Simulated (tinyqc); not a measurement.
Stress along the channel: six-band hole subbands of a thin body in a field.

Basis X, Y, Z times spin, hole energies counted downwards from the unstrained edge (the hydrostatic shift is left out), c = hbar^2/2m0. For a symmetric tensor T let C(T) have C_XX = L Txx + M (Tyy + Tzz), C_XY = N Txy (cyclic), L = c (g1 + 4 g2), M = c (g1 - 2 g2), N = 6 c g3. k = q + kz n, n the unit normal, q = k1 u + k2 v with u along the channel [1-10] and v = n x u. H = C(k k^T) + (Dso/3)(1 - L.sigma) - B + e F z with (L_k)_ij = -i epsilon_kij; B is the block C built from the traceless strain with 2b, -b and sqrt(3) d in place of L, M, N. Strain: exx = eyy = (s11 + s12) sx/2, ezz = s12 sx, exy = -s44 sx/4. Hard walls at z = 0 and t; basis sin(j pi z/t), j = 1 to Nz: kz^2 = (j pi/t)^2, kz = -i D with D_jl = 4 j l/(t (j^2 - l^2)), z_jj = t/2 and z_jl = -8 t j l/(pi (j^2 - l^2))^2 for j + l odd; 1 MV/cm = 0.01 eV/angstrom.

Nz = 14. E1 is the top subband at q = 0, gap the distance to the next pair, and the masses are c q^2/(E(q) - E1) at |q| = 0.02 1/angstrom (mean of the spin pair) along the channel [1-10] and across it in the plane; a dash marks a band that does not rise.

Constants: hbar^2/2m0 = 3.80998211 eV angstrom^2.

Inputs chosen for the exercise (near those of a p-type Ge channel; shifted at random, so the results belong to these values and not to a real crystal): g1 = 13.35 (Luttinger gamma1); g2 = 4.25 (gamma2); g3 = 5.7 (gamma3); Dso = 0.288 eV (spin-orbit splitting); b = -2.51 eV (tetragonal potential); d = -5.23 eV (trigonal potential); S = (9.67, -2.69, 15.15) 1/TPa (compliances s11, s12, s44); face = 110 (surface); t = 30 angstrom (body thickness); F = 0.2 MV/cm (field across the body).

Each row has its own sx.

Results:

| sx (GPa) | E1 (meV) | gap (meV) | m channel | m across |
|---|---|---|---|---|
| -3.0 | -28.1 | 77.8 | 0.034 | 0.183 |
| -2.0 | 17.8 | 80.8 | 0.035 | 0.174 |
| -1.0 | 61.8 | 85.5 | 0.036 | 0.160 |
| -0.5 | 82.8 | 88.9 | 0.037 | 0.150 |
| 0.5 | 120.9 | 99.0 | 0.040 | 0.125 |
| 1.0 | 137.0 | 106.9 | 0.043 | 0.110 |

Give the missing row, sx (GPa) = 0.0.

Computed row:
```
sx (GPa)  E1 (meV)  gap (meV)  m channel  m across
0.0          102.6       93.2      0.038     0.139
```

Under 2 GPa of compression the channel mass goes from 0.038 to 0.035 m0, the mass across from 0.139 to 0.174; the gap to the next subband is 81, 93 and 107 meV at -2, 0 and +1 GPa. The lightest channel mass of the table, 0.034 m0, is at -3.0 GPa.

tinyqc: `OMP_NUM_THREADS=1 python tinyqc.py 1251093 1251094 out.jsonl`; about 0.4 s, one thread, shared Intel(R) Xeon(R) Processor @ 2.30GHz.
